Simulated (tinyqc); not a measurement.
# Born-von Karman spring model of a cubic crystal with one atom per cell, step by step

A worked calculation. Computed by tinyqc, a small Python program that keeps every step. Command: `OMP_NUM_THREADS=1 python tinyqc.py 3027280 3027281 out.jsonl springs walk`. One thread of a shared host (Intel(R) Xeon(R) Processor @ 2.30GHz), about 0.1 s of CPU time with the checks. Intermediate numbers are printed to about 7 digits and carried at full precision; extremes and crossings named in words are read from the listed rows.

First neighbours lie at a/2 (1,1,1) (8 of them), second at a (1,0,0) (6), with all permutations and signs; the volume per atom is Omega = a^3/2.

Inputs (values chosen for the exercise, for a model crystal):
```
quantity               value           unit
lattice constant a      3.79       angstrom
atomic mass M            176              u
radial spring k1L       2.32  eV/angstrom^2
transverse spring k1T  0.018  eV/angstrom^2
radial spring k2L        0.5  eV/angstrom^2
transverse spring k2T  -0.03  eV/angstrom^2
mesh divisions n           6              -
temperature T             77              K
```

Lattice: bcc.

wave vector q (2 pi/a): 0.81  0.21  0

Constants: nu for 1 eV/(angstrom^2 u) = 15.6333042 THz; 1 eV/angstrom^3 = 160.2176634 GPa; u = 1.6605390666e-27 kg; h x 1 THz = 4.135667696 meV; k_B = 8.617333262e-05 eV/K; hbar^2/u = 4.18015928e-03 eV angstrom^2; hbar = 1.054571817e-34 J s; k_B = 1.380649e-23 J/K.

## Dynamical matrix at q

A neighbour at R with unit vector n couples by the matrix K(R) = kL n n^T + kT (1 - n n^T), and D(q) = (1/M) sum_R K(R) [1 - cos(q.R)].

D(q) (eV/(angstrom^2 u)):
```
            x           y           z
x  0.06235979  0.01201591  0.00000000
y  0.01201591  0.06307912  0.00000000
z  0.00000000  0.00000000  0.05855418
```

## Frequencies and polarisations

Diagonalise D. An eigenvalue lambda of D in eV/(angstrom^2 u) gives nu = 15.6333042 THz x sqrt(lambda). Eigenvectors are columns, with the largest component positive; the longitudinal weight is (e.q)^2/q^2.

eigenvalues (eV/(angstrom^2 u)): 0.05069816  0.05855418  0.07474075

frequencies (THz): 3.520034  3.782942  4.273951

polarisation vectors:
```
      mode 1    mode 2    mode 3
x   0.717607  0.000000  0.696449
y  -0.696449  0.000000  0.717607
z   0.000000  1.000000  0.000000
```

longitudinal weights: 0.2702532  0.0000000  0.7297468

Mode 3 is the most longitudinal, with weight 0.73: at this q the modes are mixed.

## Elastic constants from long waves

[ij,kl] = (1/(2 Omega)) sum_R K_ij R_k R_l; C11 = [xx,xx], C44 = [xx,yy], C12 = 2 [xy,xy] - C44; B = (C11 + 2 C12)/3; Zener ratio A = 2 C44/(C11 - C12). K(R) = kL n n^T + kT (1 - n n^T).

C11 = 108.6718 GPa

C12 = 65.89075 GPa

C44 = 63.86161 GPa

bulk modulus B = 80.15111 GPa

Zener ratio A = 2.985507

C12 - C44 = 2.03 GPa: the Cauchy relation fails because sum_R kT R^2 is not zero; a negative sum gives a positive Cauchy pressure.

## Sound velocities

rho = M/Omega and v = sqrt(C/rho), with C = C11, C44, C44 along [100]; (C11 + C12 + 2 C44)/2, C44, (C11 - C12)/2 along [110]; (C11 + 2 C12 + 4 C44)/3 and twice (C11 - C12 + C44)/3 along [111].

density rho = 10736.78 kg/m^3

Velocities (m/s):
```
direction  longitudinal  transverse 1  transverse 2
[100]          3181.423      2438.837      2438.837
[110]          3751.948      2438.837      1411.477
[111]          3923.731      1819.566      1819.566
```

Along [110] the two transverse waves differ by a factor sqrt(2 C44/(C11 - C12)) = 1.728.

## Frequencies at the zone boundary

The formulas are those given above.

Frequencies (THz) at points given in 2 pi/a:
```
point                  nu 1      nu 2      nu 3
H (1, 0, 0)        4.177163  4.177163  4.177163
N (0.5, 0.5, 0)    1.676485  2.896735  4.456385
P (0.5, 0.5, 0.5)  3.341908  3.341908  3.341908
```

## Highest frequency at H

Take the highest frequency at H = (1, 0, 0) (2 pi/a).

highest frequency at H = 4.177163 THz

## Dispersion against the sound-wave line

The last column divides the top branch by the straight line with its slope at G. End points in 2 pi/a: H = (1, 0, 0), N = (0.5, 0.5, 0).

Frequencies (THz) along two lines:
```
line  fraction of the way      nu 1      nu 2      nu 3  nu 3 / linear
G-H                  0.10  0.641161  0.641161  0.831989      0.9911412
G-H                  0.25  1.572254  1.572254  1.985935      0.9463307
G-H                  0.40  2.424387  2.424387  2.922404      0.8703582
G-H                  0.55  3.150647  3.150647  3.577491      0.7748787
G-H                  0.70  3.707199  3.707199  3.958553      0.6736839
G-H                  0.85  4.057518  4.057518  4.131611      0.5790530
G-H                  1.00  4.177163  4.177163  4.177163      0.4976216
G-N                  0.10  0.262260  0.453149  0.697132      0.9958927
G-N                  0.25  0.641563  1.108532  1.705385      0.9744954
G-N                  0.40  0.985413  1.702658  2.619397      0.9354893
G-N                  0.55  1.274809  2.202695  3.388662      0.8801627
G-N                  0.70  1.493759  2.581010  3.970668      0.8103320
G-N                  0.85  1.630164  2.816698  4.333255      0.7282705
G-N                  1.00  1.676485  2.896735  4.456385      0.6366198
```

Along G-H the top branch ends at 50 % of its linear extrapolation. Along G-N the top branch ends at 64 % of its linear extrapolation, which is the 2/pi of a pure sine: planes normal to this line couple to their next planes alone. A Debye model keeps the straight line throughout.

## Thermal sums on a mesh

Mesh: q = sum_i (m_i + 1/2)/n b_i, m_i = 0..n-1, with b = [[0, 1, 1], [1, 0, 1], [1, 1, 0]] in 2 pi/a; sums are averages over the n^3 points, per atom. With x = h nu/(k_B T) and n = 1/(exp(x) - 1) for each mode: F = k_B T [x/2 + ln(1 - exp(-x))], U = k_B T x (n + 1/2), S/k_B = x n - ln(1 - exp(-x)), C/k_B = x^2 n (n + 1). <u_x^2> = (1/3) sum over modes of hbar^2/(2 M h nu) coth(x/2); zero-point energy = sum h nu/2. <u_x^2> converges slowly with the mesh, from below, with an error of order 1/n.

free energy F = 14.58819 meV/atom

energy U = 25.84570 meV/atom

entropy S = 1.696597 k_B/atom

heat capacity C = 2.230142 k_B/atom

<u_x^2> = 0.001770721 angstrom^2

zero-point energy = 18.72699 meV/atom

C is 74 % of the classical 3 k_B, and the zero-point energy is 72 % of U.

## Debye temperature from the elastic constants

Christoffel matrix G_xx = C11 n_x^2 + C44 (1 - n_x^2), G_xy = (C12 + C44) n_x n_y, with eigenvalues rho v^2; v_m^-3 is the mean of v^-3 over three branches and all directions (12 Gauss-Legendre points in cos(theta) times 24 angles phi = (j + 1/2) pi/12); q_D = (6 pi^2/Omega)^(1/3); Theta = hbar v_m q_D/k_B.

mean velocity v_m = 2136.398 m/s

Debye wave number q_D = 1.295750 1/angstrom

elastic Debye temperature = 211.4444 K

## Full spectrum, Debye and Einstein heat capacities

Mesh: q = sum_i (m_i + 1/2)/n b_i, m_i = 0..n-1, with b = [[0, 1, 1], [1, 0, 1], [1, 1, 0]] in 2 pi/a; sums are averages over the n^3 points (here n = 14), per atom. Debye: C = 9 k_B (T/Theta)^3 int_0^(Theta/T) x^4 e^x/(e^x - 1)^2 dx with the elastic Theta. Einstein: three modes at the root-mean-square frequency. The last column is the Theta that makes the Debye formula give the full C at that T.

root-mean-square frequency = 3.153783 THz

Heat capacity (k_B/atom):
```
T (K)  full spectrum     Debye  Einstein  Theta from C (K)
25          0.496390  0.359176  0.259382          185.9459
38          1.109650  0.920102  0.920573          189.6010
53          1.683510  1.513875  1.584032          191.9913
74          2.180518  2.059611  2.141246          193.5241
110         2.578696  2.511358  2.568322          194.5162
160         2.788547  2.753535  2.785943          194.9756
210         2.874352  2.853268  2.873434          195.1528
320         2.944866  2.935516  2.944690          195.2941
```

The apparent Theta runs from 186 to 195 K against the elastic 211 K; at high T it tends to sqrt(5/3) h nu_rms/k_B = 195 K. At the lowest T the Debye value is 0.72 and the Einstein value 0.52 times the full one; dispersion bends the branches below the sound lines, so the real spectrum has more low modes than Debye assumes. At the highest T Debye misses by 0.32 % and Einstein by 0.0060 %.

Checks made by the program: slopes of the dispersion along [110] against the sound velocities (relative difference 2e-08); F = U - T S (relative difference below 1e-10).
